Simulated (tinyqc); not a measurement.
Interpolating the pair or each band alone: Wannier functions of a composite (isolated) pair of valence bands (bonds of an sp chain).

Each atom has a hybrid pointing left (<) and right (>). H(k): diagonal +V3 on A, -V3 on B; <A<|A>> = -V1a, <B<|B>> = -V1b, <A>|B<> = -V2, <B>|A<> = -V2p exp(ik); k in 1/a, Bloch sums with exp(ikR). The two lowest bands are filled. Trial functions in cell 0: g1 = cos(c) A> + sin(c) B<, and g2 = sin(c) B> + cos(c) A< of cell 1, whose Bloch vector has cos(c) exp(-ik) on A<. Projection A_mn = <psi_m|g_n>, S = A^+ A, Loewdin U = A S^(-1/2), Bloch-like states w_n = sum_m psi_m U_mn, H_W(k) = U^+ diag(E) U. P = sum_m |psi_m><psi_m| is free of phase choices, and S = g^+ P g, w = P g S^(-1/2).

Inputs chosen for the exercise:
- V2 = 2.88 eV (coupling in the bond A-B inside the cell)
- V2p = 3.67 eV (coupling in the bond to the next cell)
- V1a = 0.64 eV (coupling of the two hybrids on A)
- V1b = 0.83 eV (the same on B)
- V3 = 1 eV (A at +V3, B at -V3)
- c = 35 degrees (trial bonds cos(c) on A, sin(c) on B)

Largest error on 25 points from 0 to pi. Pair: diagonalise the Hermitian part of sum_R exp(ikR) H(R) over the N cells nearest the origin, with H(R) the mean of exp(-ikR) H_W(k) on the mesh k = 2 pi j/N. Alone: the cosine series of each sorted band on the same mesh.

Errors (meV):
```
N,pair,each band alone
3,1.36957,24.86303
4,0.07478,2.68669
5,0.02163,3.48054
6,0.00144,0.45510
8,0.00007,0.09020
14,0.00000,0.00073
```

Give the missing row, N = 10.

Computed row:
```
N      pair  each band alone
10  0.00000          0.01701
```

smallest spacing of the two filled bands = 0.9732 eV

At N = 6 the pair errs by 0.0014 meV and the single bands by 0.46; at N = 10, 2.8e-06 against 0.017. Both fall exponentially: the pair at a rate tied to the gap to the empty bands (5.20 eV), the single bands at a slower one tied to their own spacing (0.973 eV at the closest). Not every column falls at every step, since even meshes hold k = pi and odd ones do not.

Computed by tinyqc, a small Python program: `OMP_NUM_THREADS=1 python tinyqc.py 1480356 1480357 out.jsonl` (the numbers bound the seed that draws the inputs); one thread of a shared host (Intel(R) Xeon(R) Processor @ 2.30GHz), about 0.4 s for the whole set of steps.
